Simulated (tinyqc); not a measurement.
Inside a calculation. Model: p-type polysilicon, carrier trapping at grain boundaries.

Program tinyqc, `OMP_NUM_THREADS=1 python tinyqc.py 2830145 2830146 out.jsonl`; Intel Xeon 2.30GHz, shared host, one thread, about 0.01 s. Printed values are rounded.

One-dimensional grains of size Lg, uniform ionised doping N, monovalent traps Qt at each boundary at a depth Et below (for electrons) or above (for holes) the band edge there, abrupt depletion of width W on each side of a boundary, Boltzmann statistics. xi is the distance from the band edge at the grain centre to the Fermi level. Trapped charge Qt/(1 + exp((xi + VB - Et)/Vt)) = 2 N W, barrier VB = q N W^2/(2 eps0 eps_r).

Values chosen for this exercise; values of the order met in polycrystalline silicon:
- T = 250 K (temperature)
- eps_r = 11.7 (relative permittivity)
- NB = 2.02e19 cm^-3 (valence-band density of states at T)
- Lg = 90 nm (grain size)
- Qt = 4.5e12 cm^-2 (trap density of a grain boundary)
- Et = 0.4 eV (depth of the trap level from the majority band edge at the boundary)
- ms = 0.54 m0 (mass for thermionic emission)
- fe = 1 (correction factor of the emission rate)
- mug = 60 cm^2/(V s) (mobility inside the grains)
- N = 3.1e18 cm^-3 (doping)

Constants: q = 1.602176634e-19 C, kB = 1.380649e-23 J/K, m0 = 9.1093837015e-31 kg, Vt = kB T/q, eps0 = 8.8541878128e-14 F/cm where lengths are in cm. Results are converted to the units shown.

## Starting value

W = 5.8 nm.

W at the start = 5.8 nm

## Iteration 1: new W

Partly depleted grain, xi = Vt ln(NB/N): f = 1/(1 + exp((xi + VB - Et)/Vt)), g = Qt f - 2 N W, g' = -2 Qt f (1 - f) VB/(W Vt) - 2 N, W(new) = W - g/g'.

VB = 0.0806424 V
f = 0.999998
g = 9.03989e11 cm^-2
g' = -6.20014e11 cm^-2/nm
W after iteration 1 = 7.25801 nm

## Iteration 2: new W

As before.

VB = 0.126283 V
f = 0.999980
g = -5.81533e7 cm^-2
g' = -6.20144e11 cm^-2/nm
W after iteration 2 = 7.25792 nm

## Course of the iteration

Stop when the step is below 1e-10 nm, or after 40 iterations.

Course of the iteration:
```
iteration  W before the step (nm)  step (nm)
1                             5.8       1.46
2                         7.25801   -9.38e-5
3                         7.25792  -1.79e-12
```

Converged in 3 iterations.

## Depletion width, Fermi level and barrier

If the trap equation with xi = Vt ln(NB/N) has a root W < Lg/2, the grain is partly depleted; otherwise W = Lg/2 and the trap equation gives xi = Et - VB + Vt ln(Qt/(N Lg) - 1). N* = Qt/Lg.

N* = 5e17 cm^-3
W = 7.25792 nm
xi = 0.0403782 V
VB = 0.126279 V
share of traps filled = 0.999980

N is 6.20 N*, and the grain is partly depleted; VB = 5.86 Vt.

## Resistivity and effective mobility

n0 = NB exp(-xi/Vt); mean density n0 (1 - 2 W/Lg) by charge balance in a partly depleted grain, and n0 (sqrt(pi)/2) erf(u)/u with u = sqrt(VB/Vt) in a fully depleted one; v = sqrt(kB T/(2 pi ms m0)); barrier resistivity Vt exp(VB/Vt)/(q fe n0 v Lg); grain resistivity (1 - 2 W/Lg)/(q n0 mug); effective mobility 1/(q mean density total resistivity).

n0 = 3.1e18 cm^-3
mean density = 2.60001e18 cm^-3
v = 3.34180e6 cm/s
barrier resistivity = 0.506635 ohm cm
grain resistivity = 0.0281443 ohm cm
resistivity = 0.534780 ohm cm
effective mobility = 4.48890 cm^2/(V s)

The resistivity is 15.9 times that of a single crystal with the same N and mobility mug, and the mean density is 83.9 % of N.
